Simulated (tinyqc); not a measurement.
Valley splitting in a one-orbital chain of atomic planes (second-neighbour model): one step. Hoppings from the valley position and mass. Two cases, with inputs chosen for the exercise.

Problem. The curvature at the minimum is d2E/dphi2 = 8 u sin^2(phi0) = (2c/ml)/(a/4)^2 with c = hbar^2/2m0; v = -4 u cos(phi0); e0 = 2u + v^2/(4u).

Each (001) plane carries one orbital with energy e0, hopping v to the next plane and u to the second: E(phi) = e0 + 2 v cos(phi) + 2 u cos(2 phi), where phi = pi - k a/4 (the sign of every second orbital is chosen so that v > 0, which shifts the phase by pi). The minimum lies at cos(phi0) = -v/(4u), phi0 = pi - (pi/2) k0 for a valley at k0 (2 pi/a), and e0 puts it at zero. A slab of N planes has hard walls: the matrix simply ends.

Constants: hbar^2/2m0 = 3.80998211 eV angstrom^2.

Give: phi0; u; v; e0.

Case 1.

Values chosen (out of a larger set: near those of the Delta valleys of silicon; abrupt walls in this chain split the valleys several times more than measured wells; not measured data):
- a = 5.434 angstrom (lattice constant; planes lie a/4 apart)
- k0 = 0.868 2 pi/a (position of the valley)
- ml = 0.96 m0 (longitudinal mass)

Solution.

phi0 = 1.77814 rad
u = 0.56141 eV
v = 0.46229 eV
e0 = 1.21799 eV

Case 2.

Values chosen (out of a larger set: near those of the Delta valleys of silicon; abrupt walls in this chain split the valleys several times more than measured wells; not measured data):
- a = 5.438 angstrom (lattice constant; planes lie a/4 apart)
- k0 = 0.851 2 pi/a (position of the valley)
- ml = 0.916 m0 (longitudinal mass)

Solution.

phi0 = 1.80484 rad
u = 0.59459 eV
v = 0.55159 eV
e0 = 1.31711 eV

Computed by tinyqc, one run a case: `OMP_NUM_THREADS=1 python tinyqc.py N N+1 out.jsonl` with N = 1452812, 1452891; one thread of a shared Intel(R) Xeon(R) Processor @ 2.30GHz, about 0.01 s a run at most.
